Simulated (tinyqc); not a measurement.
Electron continuity equation in a given potential, Scharfetter-Gummel discretisation: one step of the calculation.

Steady state in one dimension: J = q mu n E + q D dn/dx with E = -dpsi/dx and D = mu Vt, dJ/dx = q (n/tau - G), fixed densities nL and nR at the ends. The potential is given, psi = U (x/L)^2, and is not changed by the electrons.

Task. Densities and current. B(d) = d/(exp(d) - 1) with d_i = (psi_(i+1) - psi_i)/Vt; b and f are the diagonal and right side of the balance equations. Solve B(-d_(i-1)) n_(i-1) + b_i n_i + B(d_i) n_(i+1) = f_i (end values already in f), then J_i = (q D/h) [n_(i+1) B(d_i) - n_i B(-d_i)], h = L/8, D = mu Vt.

Values chosen for this exercise; mobility close to that of silicon at room temperature:

| symbol | value | unit | meaning |
|---|---|---|---|
| T | 300 | K | temperature |
| mu | 1370 | cm^2/(V s) | electron mobility |
| L | 0.73 | um | length of the region |
| nL | 4.2e13 | cm^-3 | density at x = 0 |
| nR | 0 | cm^-3 | density at x = L |

Constants: q = 1.602176634e-19 C, kB = 1.380649e-23 J/K, Vt = kB T/q. Results are converted to the units shown.

```
interval      B(d_i)    B(-d_i)
0         0.92635164  1.0774521
1         0.79041442  1.2437159
2         0.66936766  1.4248701
3         0.56268306  1.6203865
4         0.46960928  1.8295137
5         0.38921579  2.0513212
6         0.32044329  2.2847497
7         0.26215570  2.5286631
```

```
node  diagonal b  right side f (cm^-3)
1     -2.2200886         -4.5252990e13
2     -2.2653057                     0
3     -2.3397753                     0
4     -2.4422179                     0
5     -2.5709516                     0
6     -2.7239866                     0
7     -2.8991275                     0
```

Wanted: n; J.

Result.

n, node 0 to 8 (cm^-3): 4.2000e13  2.7222e13  1.9209e13  1.4427e13  1.1348e13  9.2357e12  7.6657e12  6.0412e12  0
J, interval 0 to 7 (A/cm^2): -12.459  -11.613  -11.015  -10.566  -10.213  -9.926  -9.688  -9.500

tinyqc, about 0.01 s, one thread, Intel Xeon 2.30GHz (shared host): `OMP_NUM_THREADS=1 python tinyqc.py 2220127 2220128 out.jsonl`
